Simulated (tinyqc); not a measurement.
Radius from the resistance.

Inverse problem. Two half-spaces of a free-electron metal (one valley, spin 2) meet through a circular opening of radius a in an insulating sheet. kF = (3 pi^2 n)^(1/3), resistivity rho = hbar kF/(n q^2 l). Maxwell: RM = rho/(2 a); Sharvin: RS = 4 rho l/(3 pi a^2); interpolation R = RS + gamma RM, gamma = (1 + 0.83 K)/(1 + 1.33 K), K = l/a. Find a.

Values chosen for this exercise:
```
symbol,value,unit,meaning
n,3.2e20,cm^-3,free-electron density
l,22,nm,mean free path
```

Constants: q = 1.602176634e-19 C, hbar = 1.054571817e-34 J s. Results are converted to the units shown.

R = 159.73945 ohm

Solution. R falls steadily as a grows, so there is one root, found by bisection.

a = 10.0 nm
K = 2.20

Program tinyqc, `OMP_NUM_THREADS=1 python tinyqc.py 2760126 2760127 out.jsonl`; Intel Xeon 2.30GHz, shared host, one thread, about 0.01 s.
